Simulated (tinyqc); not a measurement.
# Gate-all-around wire, scale length and short-channel effects: several studies

A round wire of diameter ts in an insulator shell of thickness ti under a surrounding gate. Below threshold the potential that source and drain add obeys Laplace's equation and vanishes on the gate. Its lowest mode decays along the channel as exp(-k y); k is the smallest positive root of the matching condition at the interface, and the scale length is Lambda = pi/k.

Values chosen for this exercise; permittivities: semiconductor close to that of germanium, insulator close to that of silicon dioxide: temperature T = 350 K; relative permittivity of the semiconductor eps_r = 16; relative permittivity of the insulator ei = 3.8; insulator thickness ti = 0.77 nm; wire diameter ts = 13.7 nm; channel length L = 41 nm; potential of the source Vbi = 0.88 V; potential of the barrier top at threshold sT = 0.75 V; drain voltage Vds = 0.7 V.

Constants: q = 1.602176634e-19 C, kB = 1.380649e-23 J/K, Vt = kB T/q. Results are converted to the units shown.

Each table varies one quantity; the others keep the values above.

## Effect of the insulator thickness

k is the smallest positive root of f(k) = ei J0(u)[J1(u) Y0(v) - Y1(u) J0(v)] - eps_r J1(u)[J0(u) Y0(v) - Y0(u) J0(v)], u = k ts/2, v = u + k ti. Along the channel psi(y) = s + a exp(y/l) + b exp(-y/l) with psi(0) = Vbi, psi(L) = Vbi + Vds and l = 1/k = Lambda/pi; with A = Vbi - s, B = A + Vds, x = exp(-L/l): a = (B - A x) x/(1 - x^2), b = (A - B x)/(1 - x^2). The minimum is s + 2 sqrt(a b), at y = (l/2) ln(b/a). The long-channel potential follows the gate as s = sT + (Vg - VTL)/m, and the threshold VT is the gate voltage at which the minimum equals sT. Swing = m Vt ln 10/g at threshold, g = d(minimum)/ds = 1 - (b x + a)/((1 + x) sqrt(a b)). DIBL = [VT(0.05 V) - VT(Vds)]/(Vds - 0.05 V). sT and Vbi are held fixed; m = 1.

Result of one run:
```
ti (nm)  Lambda (nm)  L/Lambda  VT - VTL at Vds (mV)  DIBL (mV/V)  swing (mV/decade)
1.2           14.971    2.7386               -9.2561       7.6860             72.249
```

What becomes of these results when the insulator thickness ti is changed from 1.2 to 0.95 nm, all else the same?

Result of the changed run:
```
ti (nm)  Lambda (nm)  L/Lambda  VT - VTL at Vds (mV)  DIBL (mV/V)  swing (mV/decade)
0.95          13.899    2.9499               -6.5685       5.4393             71.447
```

The whole series:
```
ti (nm)  Lambda (nm)  L/Lambda  VT - VTL at Vds (mV)  DIBL (mV/V)  swing (mV/decade)
0.26          10.413    3.9373               -1.3620       1.1214             69.867
0.33          10.803    3.7953               -1.7050       1.4043             69.972
0.43          11.347    3.6132               -2.2752       1.8752             70.147
0.56          12.030    3.4082               -3.1513       2.5999             70.414
0.73          12.877    3.1841               -4.5072       3.7241             70.826
0.95          13.899    2.9499               -6.5685       5.4393             71.447
1.2           14.971    2.7386               -9.2561       7.6860             72.249
```

As ti goes from 0.26 to 1.2 nm, Lambda rises from 10.4 to 15.0 nm, DIBL rises from 1.12 to 7.69 mV/V and the swing rises from 69.9 to 72.2 mV a decade. On average Lambda goes as ti^(0.24).

## Effect of the drain voltage

Same model as above.

The same in every row: Lambda (nm) = 13.068; L/Lambda = 3.1373.

Results:
```
Vds (V)  VT - VTL at Vds (mV)  DIBL (mV/V)  swing (mV/decade)
0.2                   -3.0479       5.3332             70.579
0.35                  -3.6817       4.7793             70.690
0.5                   -4.2243       4.3920             70.798
0.65                  -4.7071       4.0987             70.899
0.8                   -5.1468       3.8652             70.995
1.1                   -5.9338       3.5103             71.172
```

Estimate the missing row, Vds = 0.95 V.

Computed row:
```
Vds (V)  VT - VTL at Vds (mV)  DIBL (mV/V)  swing (mV/decade)
0.95                  -5.5534       3.6728             71.086
```

With this row back in the table: As Vds goes from 0.2 to 1.1 V, Lambda stays at 13.1 nm, DIBL falls from 5.33 to 3.51 mV/V and the swing rises from 70.6 to 71.2 mV a decade.

## Effect of the channel length

Same model as above.

The same in every row: Lambda (nm) = 13.07.

Effect of the channel length:
```
L (nm)  L/Lambda  VT - VTL at Vds = 0.05 V (mV)  VT - VTL at Vds (mV)  DIBL (mV/V)  swing (mV/decade)
14         1.071                         -86.09                -206.7        185.5              121.6
17         1.301                         -52.47                -122.9        108.4              101.9
20         1.530                         -33.48                -76.77        66.61              90.55
24         1.836                         -19.20                -43.08        36.74              81.77
29         2.219                         -9.980                -21.98        18.47              75.94
35         2.678                         -4.697                -10.22        8.491              72.53
41         3.137                         -2.248                -4.858        4.015              70.93
49         3.750                        -0.8515                -1.833        1.510              70.01
59         4.515                        -0.2550               -0.5479       0.4507              69.62
```

What does the comparison show?

From L = 14 to 59 nm, DIBL falls from 186 to 0.451 mV/V and the swing falls from 122 to 69.6 mV a decade (long-channel value 69.4). Between the last two rows the threshold shift at Vds decays with a length of 8.28 nm, against 2 Lambda/pi = 8.32 nm for a shift that goes as exp(-pi L/(2 Lambda)). DIBL first drops below 100 mV/V at L = 20 nm among the rows, L/Lambda = 1.5. For L = 14 to 17 nm L is under 1.5 Lambda, where higher modes, left out of the one-mode potential, count.

Numbers from tinyqc (`OMP_NUM_THREADS=1 python tinyqc.py 2420013 2420014 out.jsonl`; about 0.01 s on one thread of a shared Intel Xeon 2.30GHz).
